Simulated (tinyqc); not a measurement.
## Shape of the distribution and failure rate

For F(t) = 1 - exp(-(t/t63)^beta): mean t63 Gamma(1 + 1/beta), median t63 (ln 2)^(1/beta), deviation t63 sqrt(Gamma(1 + 2/beta) - Gamma(1 + 1/beta)^2), failure rate (beta/t63)(t/t63)^(beta - 1).

Inputs (values chosen for the exercise): characteristic time of a test capacitor t63 = 310 s.

Results:
```
beta  mean (s)  median (s)  deviation/mean  rate at 0.01 t63 (1/s)  rate at t63 (1/s)
0.5      620.0       148.9           2.236                 0.01613           0.001613
0.7      392.4       183.6           1.462                0.008990           0.002258
1.3      286.3       233.8          0.7757                0.001053           0.004194
1.7      276.6       249.9          0.6055                2.183e-4           0.005484
2.2      274.5       262.4          0.4798                2.825e-5           0.007097
3        276.8       274.3          0.3634                9.677e-7           0.009677
4        281.0       282.9          0.2805                1.290e-8            0.01290
```

Estimate the missing row, beta = 1.

Computed row:
```
beta  mean (s)  median (s)  deviation/mean  rate at 0.01 t63 (1/s)  rate at t63 (1/s)
1        310.0       214.9           1.000                0.003226           0.003226
```

With this row back in the table: The relative spread falls from 2.24 to 0.281. For beta < 1 the rate falls with time (early failures), at 1 it is constant, 0.00323 1/s, and above 1 it grows (wear-out): the early rate goes from 10.0 times the rate at t63 to 1.00e-6 times.

tinyqc, about 0.01 s, one thread, Intel Xeon 2.30GHz (shared host): `OMP_NUM_THREADS=1 python tinyqc.py 2070063 2070064 out.jsonl`
